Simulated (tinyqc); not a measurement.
From results back to parameters: two-band tight binding of a puckered layer. Three cases, with inputs chosen for the exercise.

Problem. In the two-band model of a puckered layer with hoppings t1 to t5, along y the masses are c/(gy + ey) for electrons and c/(gy - ey) for holes, with gy = -ay^2 (t1 + t3)/4, ey = -t4 ay^2/2, c = hbar^2/2m0; the gap is 2 (t2 + 2 t1 + 2 t3 + t5). The values below come from hidden hoppings.

Constants: hbar^2/2m0 = 3.80998211 eV angstrom^2.

Case 1.

Values chosen (out of a larger set: near a published set for monolayer black phosphorus; not measured data): ay = 3.28 angstrom (period along y (zigzag)).

masses along y (m0): electron 0.876585, hole 1.146085

gap = 1.4380 eV

Case 2.

Values chosen (out of a larger set: near a published set for monolayer black phosphorus; not measured data): ay = 3.3 angstrom (period along y (zigzag)).

masses along y (m0): electron 0.858554, hole 1.152753

gap = 1.5260 eV

Case 3.

Values chosen (out of a larger set: near a published set for monolayer black phosphorus; not measured data): ay = 3.3 angstrom (period along y (zigzag)).

masses along y (m0): electron 0.874105, hole 1.146145

gap = 1.6800 eV

Find: t1 + t3, t4, t2 + t5.

Solution. The mean of c/m gives gy and half the difference ey; the gap then gives t2 + t5.

Case 1.

t1 + t3, t4, t2 + t5 (eV): -1.426  -0.095  3.571

Case 2.

t1 + t3, t4, t2 + t5 (eV): -1.422  -0.104  3.607

Case 3.

t1 + t3, t4, t2 + t5 (eV): -1.411  -0.095  3.662

Computed by tinyqc, one run a case: `OMP_NUM_THREADS=1 python tinyqc.py N N+1 out.jsonl` with N = 1480063, 1480261, 1480319; one thread of a shared Intel(R) Xeon(R) Processor @ 2.30GHz, about 0.01 s a run at most.
